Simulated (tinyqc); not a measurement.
What moves the results: conductance of a narrow metal strip with scatterers (square lattice, Green functions). A value that a table varies takes the place of the one given here.

A strip of W sites across with hard walls, site energy 0 and hopping -t. Mode n = 1 to W has profile chi_n(j) = sqrt(2/(W + 1)) sin(n j pi/(W + 1)) and energy en = -2t cos(n pi/(W + 1)); E = en - 2t cos(kn a). With z_n = exp(i kn a) (Im k > 0 for closed modes, |z| < 1) each lead gives the self-energy -t z_n in mode n. One column carries the site energies v, here a notch at the edge (a site raised out of reach). In the mode basis V_nm = sum_j chi_n(j) v_j chi_m(j), G = (E - en + 2 t z_n - V)^-1, and t_nm = 2t sqrt(sin(kn a) sin(km a)) G_nm in size for open modes. T = sum |t_nm|^2, conductance (2e^2/h) T.

Constants: e^2/h = 3.874045865e-05 S.

Inputs chosen for the exercise (hopping and spacing of the size met in Cu or Al; the lattice is a model; shifted at random, so the results belong to these values and not to a real crystal):

| symbol | value | unit | meaning |
|---|---|---|---|
| t | 1.5 | eV | hopping |
| W | 3 |  | sites across |
| v | (50, 0, 0) | eV | site energies in the scattering column |
| a | 2.82 | angstrom | spacing |
| E | -1.29 | eV | Fermi energy |

## Conductance steps with and without the scatterer

E is varied across the lower half of the band.

Against energy:

| E/t | E (eV) | open modes | T | reflected |
|---|---|---|---|---|
| -3.30 | -4.950 | 1 | 0.3561 | 0.6439 |
| -2.95 | -4.425 | 1 | 0.7350 | 0.2650 |
| -2.65 | -3.975 | 1 | 0.8564 | 0.1436 |
| -2.30 | -3.450 | 1 | 0.9396 | 0.0604 |
| -1.95 | -2.925 | 2 | 1.0094 | 0.9906 |
| -1.65 | -2.475 | 2 | 1.0555 | 0.9445 |
| -1.30 | -1.950 | 2 | 1.1182 | 0.8818 |
| -0.95 | -1.425 | 2 | 1.2344 | 0.7656 |
| -0.65 | -0.975 | 2 | 1.6281 | 0.3719 |
| -0.30 | -0.450 | 3 | 2.0022 | 0.9978 |
| 0.05 | 0.075 | 3 | 2.0025 | 0.9975 |

The clean strip goes from 1 to 3 open modes. The reflected flux ranges from 0.060 (E/t = -2.3) to 0.998 (E/t = -0.3). A scatterer on one site acts on one combination of modes only, so it can reflect at most one unit.

## The same scatterer in wider strips

Width (W + 1) a; the strength is the entry of v largest in size. The notch stays one site deep. Added resistance (1/T - 1/M)/(2 e^2/h), M the number of open modes.

Against width:

| W | width (angstrom) | M | T | T/M | added resistance (ohm) |
|---|---|---|---|---|---|
| 3 | 11.3 | 2 | 1.2913 | 0.6456 | 3541.9 |
| 4 | 14.1 | 3 | 2.0531 | 0.6844 | 1984.1 |
| 5 | 16.9 | 4 | 3.0132 | 0.7533 | 1056.7 |
| 6 | 19.7 | 4 | 3.3543 | 0.8386 | 621.1 |
| 8 | 25.4 | 6 | 5.0325 | 0.8388 | 413.5 |
| 10 | 31.0 | 7 | 6.1279 | 0.8754 | 262.4 |
| 14 | 42.3 | 10 | 9.0725 | 0.9072 | 131.9 |
| 20 | 59.2 | 14 | 13.1107 | 0.9365 | 62.5 |

The added resistance is 3542 ohm at W = 3 and 62.5 at W = 20; from W = 10 to 20 it changes by a factor 0.24, where 1/M gives 0.50 and 1/M^2 gives 0.25. A point scatterer removes at most one unit of M (here 0.65 to 0.99), so its resistance is at most 1/(M (M - 1)) in units of h/2e^2, without bound for M = 1, with jumps where modes open or where the site sits near a node of the open modes; the largest value is at W = 3 (3542 ohm).

## What each change does

Open modes M, T and the added resistance (1/T - 1/M)/(2 e^2/h). Each row changes one parameter from the base and keeps the others.

Results:

| case | M | T | added resistance (ohm) |
|---|---|---|---|
| base | 2 | 1.2913 | 3542 |
| t = 1.56 eV | 2 | 1.3206 | 3320 |
| E = -1.17 eV | 2 | 1.3669 | 2989 |
| v = (50, 50, 0) eV | 2 | 0.9692 | 6863 |

The largest shifts from the base row, up to three for each result and ties (the steps differ in size, so this ranks the rows, not the parameters). M: unchanged at the printed digits by t, E and v. T: v -0.3221, E +0.0756, t +0.0293. added resistance (ohm): v +3322, E -553, t -222.

(tinyqc, `OMP_NUM_THREADS=1 python tinyqc.py 1451787 1451788 out.jsonl`, Intel(R) Xeon(R) Processor @ 2.30GHz, 1 thread, shared host, about 0.01 s.)
